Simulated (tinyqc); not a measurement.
Inside a calculation. Method: Hubbard ring of 4 sites. One step of it, computed by the program tinyqc.

Task: Mean-field iteration 2. H(up) = T + U n(down), H(down) = T + U n(up); fill the lowest levels; n(new) = n + mixing (n(out) - n); E = tr T (rho up + rho down) + U sum n_up n_down of the output.

one-body matrix (hopping and site energies) (eV):
```
           1          2          3          4
1   0.000000  -1.380000   0.000000  -1.380000
2  -1.380000   0.000000  -1.380000   0.000000
3   0.000000  -1.380000   0.000000  -1.380000
4  -1.380000   0.000000  -1.380000   0.000000
```

U = 4.700000 eV

electrons, up and down: 2  1

mixing = 0.200000

n(up) after iteration 1: 1 0.594242, 2 0.405758, 3 0.594242, 4 0.405758

n(down) after iteration 1: 1 0.205758, 2 0.294242, 3 0.205758, 4 0.294242

Give: levels, up; levels, down; energy; n(up) after iteration 2; n(down) after iteration 2.

Result:

levels, up (eV): -1.5928  0.9671  1.3829  3.9428

levels, down (eV): -0.4453  1.9071  2.7929  5.1453

energy = -3.3275 eV

n(up) after iteration 2: 1 0.6291, 2 0.3709, 3 0.6291, 4 0.3709

n(down) after iteration 2: 1 0.2067, 2 0.2933, 3 0.2067, 4 0.2933
